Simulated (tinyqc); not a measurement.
From results to parameters: diatomic chain. Computed by the program tinyqc.

Problem. A chain of two alternating masses has one spring constant k; at the zone edge omega^2 = 2k/M and 2k/m, and wavenumber = 521.4708 sqrt(omega^2) with omega^2 in eV/(angstrom^2 u). Find k, the heavier mass and the optical wavenumber at q = 0.

wavenumbers at the zone edge (cm^-1): 380.083894  831.424003
lighter mass = 10.700000 u

Solution. The upper value gives k = m omega^2/2, the ratio of the squares gives M/m, and at q = 0 omega^2 = 2k (1/m + 1/M), the sum of the two.

k = 13.6000 eV/angstrom^2
heavier mass = 51.200 u
optical wavenumber at q = 0 = 914.1825 cm^-1
